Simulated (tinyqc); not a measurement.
Single-band model of a thermoelectric material: one step, computed by the program tinyqc. Command: `OMP_NUM_THREADS=1 python tinyqc.py 3027860 3027861 out.jsonl thermo walk`. One thread of a shared host (Intel(R) Xeon(R) Processor @ 2.30GHz), about 0.01 s of CPU time with the checks.

One spherical band, one scattering law, no minority carriers and no phonon drag. In a real material minority carriers limit |S| to about E_g/(2 e T), so larger values are formal. eta = E_F/(k_B T) is counted from the band edge; f = 1/(1 + exp(x - eta)).

Question. Limiting formulas for the Seebeck coefficient. Classical: |S| = (k_B/e)[r + 5/2 - ln(n/N_c)], N_c = (3 sqrt(pi)/4) N_0. Degenerate (Mott): |S| = (pi^2/3)(k_B/e)(r + 3/2)/eta_F, eta_F = (n/N_0)^(2/3).

Inputs (values chosen for the exercise, modelled on n-type Mg3Sb2): carrier density n = 9.2e+19 1/cm^3; temperature T = 370 K.

Band: parabolic. Scattering: acoustic phonons, r = -0.5.

Seebeck coefficient |S| = 124.7498 microvolt/K

N_0 = 2.982947e+19 1/cm^3

Constants: k_B = 8.617333262e-05 eV/K.

Give: Seebeck coefficients.

Answer.

Seebeck coefficients:
```
formula        |S| (microvolt/K)  deviation (%)
full integral              124.7           0.00
classical                   99.8         -19.98
degenerate                 133.8           7.25
```
